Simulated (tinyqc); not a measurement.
Inside a calculation: nanosheet or nanowire with hard walls, valleys of the Si type. Values are carried at full precision from step to step, so a last printed digit may differ when a step is redone from the rounded ones.

Six ellipsoidal valleys along the cube axes: inverse mass tensor w = 1/mt + (1/ml - 1/mt) a a^T with a the unit axis. Device axes: x along the channel, z = [001], y = z x x.

Constants: hbar^2/2m0 = 3.80998211 eV angstrom^2; hbar = 6.58211957e-16 eV s; e^2/h = 3.874045865e-05 S; kB = 8.617333262e-05 eV/K.

Inputs chosen for the exercise (near those of Si; shifted at random, so the results belong to these values and not to a real crystal):
```
symbol   value  unit      meaning
ml       0.907  m0        longitudinal mass
mt       0.19   m0        transverse mass
channel  110              transport direction x on a (001) wafer
W        115    angstrom  width, along y
H        76     angstrom  height, along z = [001]
dE       0.087  eV        EF above the lowest subband edge
T        300    K         temperature
g_all    6                number of valleys
```

## Valley masses for a [110] channel

Rotate w into the device axes and group equal valleys (|w_yz| counts); order by w_zz, then w_yy. 1/m_x = w_xx - w_xc w_c^-1 w_cx with c the block (y, z).

Valleys:
```
group  valleys g    w_yy    w_zz  |w_yz|  m_x (m0)
A              2  5.2632  1.1025  0.0000    0.1900
B              4  3.1828  5.2632  0.0000    0.5485
```

The lightest transport mass, 0.190 m0, belongs to group A.

## One-dimensional subbands

Hard walls around a W x H rectangle. The block w_c of w in (y, z) confines; the transport mass follows from 1/m_x = w_xx - w_xc w_c^-1 w_cx. The cross-section problem c (w_yy ky^2 + 2 w_yz ky kz + w_zz kz^2), c = hbar^2/2m0, is solved in products sin(n pi y/W) sin(l pi z/H), n, l = 1 to 12; if w_yz = 0 the levels are c pi^2 (w_yy n^2/W^2 + w_zz l^2/H^2). The w_yz term couples (n, l) to (n', l') by -2 c w_yz D_nn'(W) D_ll'(H) with D_nm(L) = 4 n m/(L (n^2 - m^2)) for n + m odd and 0 otherwise.

The ten lowest levels of all groups together, numbered within each group.

Subbands:
```
label  valleys g  m_x (m0)  E (eV)
A1             2    0.1900  0.0221
B1             4    0.5485  0.0433
A2             2    0.1900  0.0437
A3             2    0.1900  0.0670
B2             4    0.5485  0.0705
A4             2    0.1900  0.0796
A5             2    0.1900  0.0886
B3             4    0.5485  0.1157
A6             2    0.1900  0.1245
A7             2    0.1900  0.1298
```

The lowest subband is A1; the number of further ones in the list within kB T = 25.9 meV of it at 300 K is 2.

## Modes, density and velocity at zero temperature

With EF = E_lowest + dE, each subband below EF has k_F = sqrt(m_x (EF - E)/c), carries n = 2 g k_F/pi electrons per length (spin included), moves at v = 2 c k_F/(hbar m_x) and adds 2 g e^2/h to the ballistic conductance; c = hbar^2/2m0, 1 angstrom/s = 1e-8 cm/s.

Occupied subbands:
```
label  k_F (1/angstrom)  n (1/nm)  v (1e7 cm/s)
A1               0.0659     0.839          4.01
B1               0.0973     2.479          2.05
A2               0.0571     0.728          3.48
A3               0.0458     0.583          2.79
B2               0.0746     1.900          1.57
A4               0.0384     0.489          2.34
A5               0.0320     0.408          1.95
```

total n = 7.426 1/nm
ballistic conductance = 1394.7 microsiemens

EF lies below the last listed level, so the count is complete for these valleys (other families, and non-parabolicity above about 0.2 eV, are left out): 7 subbands with 18 valley modes. The Fermi velocity, averaged with the densities as weights, is 2.36 x 1e7 cm/s; the mean over all filled states moving one way is half of it.

## Threshold shift from confinement

Without degeneracy the line density is N1 exp((EF - Ec)/kB T) with N1 = sum 2 g sqrt(m_x kB T/(4 pi c)) exp(-E/kB T), here over n, l up to 80 where w_yz = 0 and over all levels of a 12 x 12 sine basis otherwise; the classical value is W H Nc with Nc = 2 g_all (m_dos kB T/(4 pi c))^(3/2), m_dos = (ml mt^2)^(1/3); dVt = kB T ln(W H Nc/N1).

Form N1, W H Nc and dVt.

N1 = 0.6902 1/nm
W H Nc = 2.381 1/nm
dVt = 32.0 mV

## Checks

- Lowest level of group A on a 40 x 40 difference grid against the sine basis, eV: both 0.022.

tinyqc: `OMP_NUM_THREADS=1 python tinyqc.py 1251991 1251992 out.jsonl`; about 0.02 s, one thread, shared Intel(R) Xeon(R) Processor @ 2.30GHz.
